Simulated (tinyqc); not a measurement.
# Electron continuity equation in a given potential, Scharfetter-Gummel discretisation, step by step

Program tinyqc, `OMP_NUM_THREADS=1 python tinyqc.py 2220031 2220032 out.jsonl`; Intel Xeon 2.30GHz, shared host, one thread, about 0.01 s. Printed values are rounded.

Steady state in one dimension: J = q mu n E + q D dn/dx with E = -dpsi/dx and D = mu Vt, dJ/dx = q (n/tau - G), fixed densities nL and nR at the ends. The potential is given, psi = U x/L, and is not changed by the electrons.

Inputs (values chosen for the exercise); mobility that of a made-up semiconductor:
```
symbol,value,unit,meaning
T,300,K,temperature
mu,957,cm^2/(V s),electron mobility
L,3.5,um,length of the region
nL,8.7e12,cm^-3,density at x = 0
nR,1.1e14,cm^-3,density at x = L
tau,4.3e-9,s,lifetime
G,0,cm^-3 s^-1,uniform generation rate
U,0.71,V,potential difference psi(L) - psi(0)
```

Constants: q = 1.602176634e-19 C, kB = 1.380649e-23 J/K, Vt = kB T/q. Results are converted to the units shown.

## Potential on the mesh

10 equal intervals, h = L/10; psi = U x/L.

| node | psi (V) |
|---|---|
| 0 | 0.000000 |
| 1 | 0.071000 |
| 2 | 0.142000 |
| 3 | 0.213000 |
| 4 | 0.284000 |
| 5 | 0.355000 |
| 6 | 0.426000 |
| 7 | 0.497000 |
| 8 | 0.568000 |
| 9 | 0.639000 |
| 10 | 0.710000 |

## Bernoulli factors

d_i = (psi_(i+1) - psi_i)/Vt; B(d) = d/(exp(d) - 1), B(0) = 1. The flux on interval i is J_i = (q D/h) [n_(i+1) B(d_i) - n_i B(-d_i)].

| interval | d_i | B(d_i) | B(-d_i) |
|---|---|---|---|
| 0 | 2.74640 | 0.188284 | 2.93469 |
| 1 | 2.74640 | 0.188284 | 2.93469 |
| 2 | 2.74640 | 0.188284 | 2.93469 |
| 3 | 2.74640 | 0.188284 | 2.93469 |
| 4 | 2.74640 | 0.188284 | 2.93469 |
| 5 | 2.74640 | 0.188284 | 2.93469 |
| 6 | 2.74640 | 0.188284 | 2.93469 |
| 7 | 2.74640 | 0.188284 | 2.93469 |
| 8 | 2.74640 | 0.188284 | 2.93469 |
| 9 | 2.74640 | 0.188284 | 2.93469 |

The largest |d_i| is 2.75, above 2, where central differences lose the sign pattern that keeps densities positive.

## Tridiagonal system for the inner nodes

Row i (1 to 9): B(-d_(i-1)) n_(i-1) + b_i n_i + B(d_i) n_(i+1) = f_i with b_i = -B(-d_i) - B(d_(i-1)) - h^2/(D tau) and f_i = -G h^2/D; the known end values are moved to the right: f_1 loses B(-d_0) nL and f_9 loses B(d_9) nR. h = L/10, D = mu Vt.

| node | diagonal b | right side f (cm^-3) |
|---|---|---|
| 1 | -3.13449 | -2.55318e13 |
| 2 | -3.13449 | 0 |
| 3 | -3.13449 | 0 |
| 4 | -3.13449 | 0 |
| 5 | -3.13449 | 0 |
| 6 | -3.13449 | 0 |
| 7 | -3.13449 | 0 |
| 8 | -3.13449 | 0 |
| 9 | -3.13449 | -2.07113e13 |

## Densities and current

B(d_i) and B(-d_i) are the Bernoulli factors of the potential steps, b and f the diagonal and right side. Solve B(-d_(i-1)) n_(i-1) + b_i n_i + B(d_i) n_(i+1) = f_i (end values already in f), then J_i = (q D/h) [n_(i+1) B(d_i) - n_i B(-d_i)], h = L/10, D = mu Vt.

| node | n (cm^-3) |
|---|---|
| 0 | 8.7e12 |
| 1 | 8.66369e12 |
| 2 | 8.62752e12 |
| 3 | 8.59151e12 |
| 4 | 8.55566e12 |
| 5 | 8.52005e12 |
| 6 | 8.48607e12 |
| 7 | 8.47547e12 |
| 8 | 8.82866e12 |
| 9 | 1.48734e13 |
| 10 | 1.1e14 |

| interval | J (A/cm^2) |
|---|---|
| 0 | -2.70680 |
| 1 | -2.69550 |
| 2 | -2.68425 |
| 3 | -2.67305 |
| 4 | -2.66189 |
| 5 | -2.65078 |
| 6 | -2.63971 |
| 7 | -2.62866 |
| 8 | -2.61714 |
| 9 | -2.59775 |

Against a mesh 200 times finer the densities are off by at most 0.0027 % of their local values.

## Three discretisations compared

10 equal intervals. Fluxes J_i = (q D/h)(n_(i+1) P_i - n_i Q_i), d_i = (psi_(i+1) - psi_i)/Vt: Scharfetter-Gummel P = B(d), Q = B(-d), B(d) = d/(exp(d) - 1); central P = 1 - d/2, Q = 1 + d/2; upwind P = 1 + max(-d, 0), Q = 1 + max(d, 0). Balance at each inner node: J_i - J_(i-1) = q h (n_i/tau - G). The reference is Scharfetter-Gummel on 2000 intervals.

Densities (cm^-3):

| node | Scharfetter-Gummel | central | upwind | reference |
|---|---|---|---|---|
| 0 | 8.700e12 | 8.700e12 | 8.700e12 | 8.700e12 |
| 1 | 8.664e12 | 8.664e12 | 8.664e12 | 8.664e12 |
| 2 | 8.628e12 | 8.627e12 | 8.630e12 | 8.627e12 |
| 3 | 8.592e12 | 8.591e12 | 8.601e12 | 8.591e12 |
| 4 | 8.556e12 | 8.557e12 | 8.592e12 | 8.556e12 |
| 5 | 8.520e12 | 8.510e12 | 8.655e12 | 8.520e12 |
| 6 | 8.486e12 | 8.545e12 | 8.992e12 | 8.486e12 |
| 7 | 8.475e12 | 8.058e12 | 1.036e13 | 8.475e12 |
| 8 | 8.829e12 | 1.091e13 | 1.560e13 | 8.828e12 |
| 9 | 1.487e13 | -7.541e12 | 3.540e13 | 1.487e13 |
| 10 | 1.100e14 | 1.100e14 | 1.100e14 | 1.100e14 |

Largest errors as a share of the largest reference density listed: Scharfetter-Gummel 2.5e-4 %, central 20 %, upwind 19 %. The largest |d| is 2.75. Central differences give 1 negative value(s), since P or Q changes sign once |d| exceeds 2. Upwinding stays positive but acts as if D were larger by the factor 1 + |d|/2, up to 2.37 here.
